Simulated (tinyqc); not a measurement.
Worked calculation: Franz-Keldysh effect at a direct gap. Values are carried at full precision from step to step, so a last printed digit may differ when a step is redone from the rounded ones.

Parabolic bands, vertical transitions, no excitons. For each hole band j: mr = me mj/(me + mj); joint density of states J_j(E) = (mr/c)^(3/2) sqrt(E - Eg)/(2 pi^2), both spins, c = hbar^2/2m0; averaged matrix element |e.p|^2 = m0 Ep/6; alpha_j(E) = 4 pi^2 alpha_f c Ep J_j/(3 nr E) in 1/angstrom (alpha_f the fine-structure constant, listed as alpha among the constants), times 1e8 for 1/cm.

In a field Fd (1 kV/cm = 1e-5 V/angstrom) the electro-optic energy of band j is th = (c (e Fd)^2/mr)^(1/3), and sqrt(E - Eg) in J_j is replaced by pi sqrt(th) [Ai'(b)^2 - b Ai(b)^2] with b = (Eg - E)/th; Ai is the Airy function.

Constants: hbar^2/2m0 = 3.80998211 eV angstrom^2; fine-structure constant alpha = 0.007297352564.

Values chosen for the exercise (near those of InP; the results hold for these values, not for the real material): Eg = 1.317 eV (direct gap); me = 0.0826 m0 (electron mass); mhh = 0.585 m0 (heavy-hole mass); mlh = 0.0898 m0 (light-hole mass); Ep = 20.2 eV (Kane energy); nr = 3.45 (refractive index); Fd = 170 kV/cm (uniform field); E = 1.365 eV (photon energy); L = 73 micrometre (length of a waveguide).

## Electro-optic energy and length

For each hole band give mr, th and the length th/(e Fd).

Scales:
```
hole   mr (m0)  th (meV)  length (angstrom)
heavy  0.07238    53.383               31.4
light  0.04302    63.489               37.3
```

The light-hole pair has th larger by a factor 1.189, the cube root of the ratio of reduced masses.

## Airy factors at E

Ai is the Airy function, th the electro-optic energy of each hole band from the table (its other columns are not needed here), b = (Eg - E)/th with th in eV; the factor takes the place of sqrt(E - Eg) in the joint density of states.

Form b, Ai(b), Ai'(b) and the factor pi sqrt(th) [Ai'^2 - b Ai^2] for each band, beside sqrt(E - Eg) (zero below the gap).

Factors:
```
hole         b   Ai(b)    Ai'(b)  factor (eV^(1/2))  without field
heavy  -0.8992  0.5319  -0.06131             0.1874         0.2191
light  -0.7560  0.5185   -0.1236             0.1730         0.2191
```

## Absorption with and without the field

Put the factors in place of sqrt(E - Eg) in alpha_j and add the bands; a waveguide of length L changes its transmission by 4.343 (alpha(F) - alpha(0)) L dB.

alpha_j in the field (1/cm): heavy 3.90e+03, light 1.65e+03

alpha(F) = 5.55e+03 1/cm
alpha(0) = 6651 1/cm
change of loss = -34.9 dB

Without the field the loss over L is 211 dB, so this energy is of no use for a modulator. Above the gap the field lowers the absorption at this energy; the sign alternates with energy (Franz-Keldysh oscillations). Excitons, which add a sharp peak at low field, are left out.

## Checks

- Airy factor at b = -40 against the zero-field limit sqrt(-b): 6.33 against 6.32.

(tinyqc, `OMP_NUM_THREADS=1 python tinyqc.py 1681417 1681418 out.jsonl`, Intel(R) Xeon(R) Processor @ 2.30GHz, 1 thread, shared host, about 0.01 s.)
